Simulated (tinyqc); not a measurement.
Tunnelling through a gate dielectric, WKB transmission and Tsu-Esaki current: two steps of the calculation.

Electrons leave the emitter at x = 0. Energies E (motion across the layers) are in eV from the emitter Fermi level; the collector Fermi level lies at -V and offers states at every E. No charge in the dielectric and no image force: F1 = V/t1, U = phi1 - F1 x. With C = hbar^2/(2 m0), kappa = sqrt(m (U - E)/C) where U > E and 0 elsewhere; T(E) = exp(-S), S = 2 times the integral of kappa over x.

Inputs (values chosen for the exercise); dielectric values close to those of aluminium oxide:
```
symbol  value  unit                                                        meaning
T         200     K                                                    temperature
Ef        2.6    eV              Fermi energy of the emitter above its band bottom
me          1    m0                            emitter mass in the supply function
phi1     2.55    eV  barrier of layer 1 above the emitter Fermi level at zero bias
m1       0.42    m0                                     tunnelling mass of layer 1
t1        5.3    nm                                           thickness of layer 1
V         4.9     V                                  voltage across the dielectric
E           0    eV                                energy of the electron followed
Ea      -0.61    eV                                   lower end of the energy grid
Eb       0.19    eV                                   upper end of the energy grid
nE         15                                            points of the energy grid
```

Constants: q = 1.602176634e-19 C, kB = 1.380649e-23 J/K, hbar = 1.054571817e-34 J s, m0 = 9.1093837015e-31 kg, Vt = kB T/q, hbar^2/(2 m0) = 0.0380998212 eV nm^2. Results are converted to the units shown.

Problem 1. WKB exponent in closed form. Each layer adds (2/F) sqrt(m/C) [G(u at its left edge) - G(u at its right edge)] to S, with u = U - E (0 where negative) and G(u) = (2/3) u^1.5. The slope follows from 1/d = -dS/dE.

Find: S; T(E); energy d over which T(E) grows by a factor e.

Solution 1.

S = 19.50
T(E) = 3.405e-9
energy d over which T(E) grows by a factor e = 0.08719 eV

The midpoint rule gives S = 19.518, so its T(E) is 2.0 % below this value. The band edge of layer 1 drops below E inside the layer: the barrier there is triangular (the Fowler-Nordheim case).

Problem 2. Current density on a coarse energy grid. J = J0 times the integral of T(E) N(E) dE, N = ln[(1 + exp(-E/Vt))/(1 + exp((-E - V)/Vt))], J0 = q^2 me m0 kB T/(2 pi^2 hbar^3) (times 1e-4 for A/cm^2 per eV), by Simpson's rule on nE equally spaced points from Ea to Eb.

Wanted: E; T(E); N; T(E) N; J0; J.

Solution 2.

```
point,E (eV),T(E),N,T(E) N
0,-0.61000,2.0823e-12,35.394,7.3702e-11
1,-0.55286,4.3050e-12,32.078,1.3810e-10
2,-0.49571,8.8410e-12,28.763,2.5429e-10
3,-0.43857,1.8035e-11,25.447,4.5893e-10
4,-0.38143,3.6541e-11,22.131,8.0870e-10
5,-0.32429,7.3530e-11,18.816,1.3835e-9
6,-0.26714,1.4694e-10,15.500,2.2777e-9
7,-0.21000,2.9161e-10,12.185,3.5532e-9
8,-0.15286,5.7463e-10,8.8693,5.0966e-9
9,-0.09571,1.1243e-9,5.5575,6.2482e-9
10,-0.03857,2.1839e-9,2.3394,5.1090e-9
11,0.01857,4.2114e-9,0.29299,1.2339e-9
12,0.07571,8.0615e-9,0.012286,9.9045e-11
13,0.13286,1.5317e-8,4.4880e-4,6.8742e-12
14,0.19000,2.8883e-8,1.6301e-5,4.7082e-13
```

J0 = 2.7891e8 A/(cm^2 eV)
J = 0.42211 A/cm^2

The integrand peaks at E = -0.0957 eV among these points.

Numbers from tinyqc (`OMP_NUM_THREADS=1 python tinyqc.py 2540090 2540091 out.jsonl`; about 0.02 s on one thread of a shared Intel Xeon 2.30GHz).
